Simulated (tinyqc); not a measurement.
Raising U: Hubbard chain of 3 sites, mean field against exact. Computed by the program tinyqc. Collinear unrestricted mean field (the lowest of 40 random starts) against exact diagonalisation.

one-body matrix (hopping and site energies) (eV):
```
         1        2        3
1   0.0000  -0.9400   0.0000
2  -0.9400   0.0000  -0.9400
3   0.0000  -0.9400   0.0000
```

electrons, up and down: 2  1

Exact and mean-field results (eV):
```
U            U/t    E exact  E mean field  mean |n_up - n_down|  double occupancy, exact  first gap in the sector
0.4700    0.5000  -2.378901     -2.367963                0.3672                   0.1884                   1.2639
1.8800    2.0000  -1.710884     -1.566667                0.5556                   0.1286                   1.0228
2.8200    3.0000  -1.396229     -1.168243                0.7289                   0.0960                   0.8684
3.7600    4.0000  -1.161904     -0.906829                0.8375                   0.0715                   0.7394
5.6400    6.0000  -0.852329     -0.617468                0.9262                   0.0416                   0.5547
7.5200    8.0000  -0.665249     -0.466212                0.9584                   0.0263                   0.4372
11.2800  12.0000  -0.457548     -0.312230                0.9815                   0.0128                   0.3030
18.8000  20.0000  -0.279228     -0.187764                0.9933                   0.0049                   0.1857
```

Estimate the missing row, U = 0.94.

Computed row:
```
U          U/t    E exact  E mean field  mean |n_up - n_down|  double occupancy, exact  first gap in the sector
0.9400  1.0000  -2.127730     -2.085286                0.4127                   0.1678                   1.1877
```

In absolute terms mean field is worst at U/t = 4.0, 0.255 eV too high: at small U it is nearly exact, and at large U it misses only exchange-scale energies. Relative to the exact energy its error is 0.5 % at the smallest U, 33 % at most and 33 % at the largest. The double occupancy falls from 0.188 to 0.005; at the largest U the first gap is 0.99 times the exchange scale 4t^2/U.
